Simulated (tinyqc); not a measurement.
From results to parameters: Hubbard dimer. Computed by the program tinyqc.

Problem. A two-site Hubbard model with two electrons has its ground state at (U - sqrt(U^2 + 16 t^2))/2, the triplet at 0 and the odd ionic singlet at U. Find t, U and the double occupancy per site.

singlet-triplet splitting = 0.873187 eV
gap from the ground state to the ionic odd singlet = 8.103187 eV

Solution. The difference of the two gaps is U and their product is 4 t^2; the double occupancy per site is (1 - U/sqrt(U^2 + 16 t^2))/4.

t, U (eV): 1.3300  7.2300
double occupancy per site = 0.0486
